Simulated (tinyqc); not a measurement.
Against the doping: grain-boundary trapping model (Seto) of a polycrystalline semiconductor film. Computed by tinyqc, a small Python program. Command: `OMP_NUM_THREADS=1 python tinyqc.py 3017816 3017817 out.jsonl poly walk`. One thread of a shared host (Intel(R) Xeon(R) Processor @ 2.30GHz), about 0.01 s of CPU time with the checks.

Grains of equal size L are joined by thin boundaries with one trap level. Trapped carriers deplete a width W on each side and raise a barrier, crossed by thermionic emission. Dopants are fully ionised, statistics are non-degenerate and mu_g does not depend on T.

Inputs (values chosen for the exercise, modelled on polycrystalline silicon):
```
quantity                                     value    unit
permittivity eps                              11.7       -
effective mass m                              0.39     m_0
effective density of states at 300 K, N_c    2e+19  1/cm^3
grain size L                                   130      nm
trap density Q_t                           2.9e+12  1/cm^2
trap level E_t below the band edge            0.31      eV
temperature T                                  200       K
```

Grain interior: neglected.

Constants: e = 1.602176634e-19 C; eps_0 = 8.8541878128e-12 F/m; k_B = 8.617333262e-05 eV/K; m_0 = 9.1093837015e-31 kg; k_B = 1.380649e-23 J/K.

Method:
- If all traps fill, the grain is just depleted at N* = Q_t/L, with the barrier e Q_t L/(8 eps eps_0).
- N_c(T) = N_c (T/300 K)^(3/2). Filled traps Q = Q_t/(1 + (1/2) exp((E_t* - E_F)/k_B T)), where E_t* = e V_B - E_t and E_F are counted from the band edge at the grain centre. Partial depletion: Q = 2 N W, V_B = e N W^2/(2 eps eps_0), E_F = k_B T ln(N/N_c); solve for W. If that W would exceed L/2 the grain is fully depleted: W = L/2, Q = N L, and E_F follows from the trap equation. Centre density n_0 = N_c exp(E_F/k_B T).
- Boundary: sigma_b = L e^2 n_0 exp(-e V_B/k_B T)/sqrt(2 pi m k_B T); rho = 1/sigma_b. Mean carrier density n_av = n_0 [(1 - 2W/L) + (2W/L) (sqrt(pi)/2) erf(y)/y], y = sqrt(e V_B/k_B T); effective mobility 1/(e n_av rho).

N* = 2.23077e+17 1/cm^3

The same film:
```
N (1/cm^3)  W (nm)  V_B (V)  mean density (1/cm^3)  mobility (cm^2/(V s))  rho (ohm cm)
6.70e+15    65.000  0.02189             6.4746e+09             1.0656e+03    9.0467e+05
2.20e+16    65.000  0.07188             2.5720e+11             9.4782e+01    2.5603e+05
5.60e+16    65.000  0.18296             3.1223e+14             2.3918e-01    8.3576e+04
1.10e+17    54.104  0.24900             3.9788e+16             3.8987e-03    4.0237e+04
1.80e+17    42.336  0.24948             9.0070e+16             2.7402e-03    2.5289e+04
2.70e+17    34.476  0.24817             1.6024e+17             2.4933e-03    1.5623e+04
4.50e+17    26.329  0.24124             3.1090e+17             3.2022e-03    6.2694e+03
8.90e+17    16.235  0.18140             7.2843e+17             8.7014e-02    9.8473e+01
2.20e+18     6.591  0.07390             2.0721e+18             3.8681e+01    7.7873e-02
8.90e+18     1.629  0.01827             8.8410e+18             9.2530e+02    7.6296e-04
```

What does the comparison show, and why?

The barrier peaks among these rows at N = 1.8e17 (0.249 V) and the mobility has its minimum at 2.7e17; N* is 2.2e17. While the grain is fully depleted (W = L/2) V_B grows as N; once all traps are filled it falls as 1/N (last exponent -1.00). From 1.1e17 to 4.5e17 it is pinned, because the trap level has met E_F and the traps fill only in part. Partly depleted rows (W < L/2) with e V_B below 2 k_B T stretch the depletion approximation. Where the barrier is low the mobility is too high, because scattering inside the grains is left out. Where N approaches N_c the non-degenerate statistics fail. rho drops most steeply, as N^-7.9, between 8.9e17 and 2.2e18.

Extremes, crossings and ranges named in words are read from the listed rows.
